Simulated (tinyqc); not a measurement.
Frequency dispersion of an accumulation capacitance by border traps, distributed model: one step of the calculation.

Traps spread evenly through the insulator exchange electrons with the semiconductor by tunnelling, with tau(x) = t0 exp(2 ka x) at depth x from the interface. The admittance per area Y seen at depth x obeys dY/dx = -Y^2/(i w eps0 eox) + q Nb ln(1 + i w tau)/tau, with Y(0) = i w Cs and w = 2 pi f; the gate sees Y(tox) = G + i w C. Working variable y = Y/(i w), in uF/cm^2. Cox = eps0 eox/tox.

Problem. Scales and lumped estimate. Cox; trap-free value 1/(1/Cox + 1/Cs); response depth d = ln(1/(w t0))/(2 ka), where w tau = 1; lumped estimate: all traps within d act as C_bt = q Nb d placed at d/2, so C = 1/{1/[1/(1/Cs + d/(2 eps0 eox)) + C_bt] + (tox - d/2)/(eps0 eox)}.

Parameters, values chosen for the exercise; permittivity close to that of silicon dioxide: relative permittivity of the insulator eox = 3.98; insulator thickness tox = 12 nm; semiconductor capacitance in accumulation Cs = 0.59 uF/cm^2; density of border traps Nb = 9.8e19 cm^-3 eV^-1; decay constant of the wave function in the insulator ka = 3.6 1/nm; time constant of a trap at the interface t0 = 5e-10 s; frequency f = 1000 Hz.

Constants: q = 1.602176634e-19 C, eps0 = 8.8541878128e-14 F/cm where lengths are in cm. Results are converted to the units shown.

Wanted: Cox; trap-free C; d; C_bt; lumped C.

Solution.

Cox = 0.2937 uF/cm^2
trap-free C = 0.1961 uF/cm^2
d = 1.760 nm
C_bt = 2.763 uF/cm^2
lumped C = 0.2890 uF/cm^2

The traps within reach amount to 4.68 Cs and lie in the first 14.7 % of the insulator.

Program tinyqc, `OMP_NUM_THREADS=1 python tinyqc.py 2202237 2202238 out.jsonl`; Intel Xeon 2.30GHz, shared host, one thread, about 0.7 s.
